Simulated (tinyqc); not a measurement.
Interface traps from C-V curves, high-low and Terman methods: two steps of the calculation.

MOS capacitor on an n-type substrate; psi is the band bending, negative in depletion; only majority carriers are counted. At the bending psi the Fermi level lies y = xi - psi below the conduction edge at the surface, xi = Vt ln(Nc/Nd). Dit(y) = D0 + D1 exp(-y/E1); traps fill up to the Fermi level, follow the bias and a slow signal, and do not follow a fast one. V is the gate voltage from flat band.

Constants: q = 1.602176634e-19 C. Results are converted to the units shown.

Question 1. High-low extraction. q Dit = (1/C_LF - 1/Cox)^(-1) - (1/C_HF - 1/Cox)^(-1) at each point.

```
point  C_HF (nF/cm^2)  C_LF (nF/cm^2)
0           49.638577       56.076301
1           52.297015       58.476200
2           55.580466       61.583325
3           59.825285       65.821534
4           65.729241       71.942797
5           75.050617       81.353268
6           91.858146       96.388795
```

Cox = 123.32619 nF/cm^2

Find: Dit by high-low.

Answer 1.

Dit by high-low, point 0 to 6 (cm^-2 eV^-1): 1.2332e11  1.2735e11  1.3624e11  1.5588e11  1.9931e11  2.9528e11  5.0738e11

Question 2. Terman extraction. psi at each point follows from C_HF and the ideal curve. Dit = (Cox/q) d(V - V0)/dpsi by central differences over the two neighbours.

```
point      psi (V)      V0 (V)       V (V)
0      -0.61000000  -1.3970054  -1.5751679
1      -0.51483333  -1.2348830  -1.3975823
2      -0.41966667  -1.0658596  -1.2123369
3      -0.32450000  -0.8872249  -1.0158032
4      -0.22933333  -0.6938298  -0.8008025
5      -0.13416667  -0.4732829  -0.5504580
6      -0.03900000  -0.1804387  -0.2097108
```

Cox = 123.32619 nF/cm^2

Give: Dit by Terman.

Answer 2.

Dit by Terman, point 1 to 5 (cm^-2 eV^-1): 1.281e11  1.380e11  1.598e11  2.079e11  3.142e11

The differences overstate the curved tail; the largest error is 6.4 %, at point 5.

Program tinyqc, `OMP_NUM_THREADS=1 python tinyqc.py 2030066 2030067 out.jsonl`; Intel Xeon 2.30GHz, shared host, one thread, about 0.01 s.
